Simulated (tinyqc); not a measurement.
# Series resistance and length offset from two lengths at two overdrives

Problem. In strong inversion R W = Rsd + k(x)(L - dL), k(x) = (1 + th1 x)/(mu0 Cox x), x the overdrive, Cox = eps0 eox/tox, with Rsd and dL independent of x. Find dL, Rsd, mu0 and th1.

Parameters, values chosen for the exercise: relative permittivity of the gate insulator (close to silicon dioxide) eox = 3.9; insulator thickness tox = 3.3 nm.

Constants: eps0 = 8.8541878128e-14 F/cm where lengths are in cm. Results are converted to the units shown.

total resistance times width (ohm um):
```
,L = 0.1 um,L = 0.46 um
overdrive 0.49 V,1196.75205,4826.03805
overdrive 1.07 V,797.907052,2697.26294
```

Answer. At each overdrive R W is a straight line in L; the two lines cross at L = dL, R W = Rsd. Their slopes give k x = (1 + th1 x)/(mu0 Cox), a straight line in x.

dL = 0.0170 um
Rsd = 360 ohm um
mu0 = 220 cm^2/(V s)
th1 = 0.280 1/V

Program tinyqc, `OMP_NUM_THREADS=1 python tinyqc.py 2210077 2210078 out.jsonl`; Intel Xeon 2.30GHz, shared host, one thread, about 0.01 s.
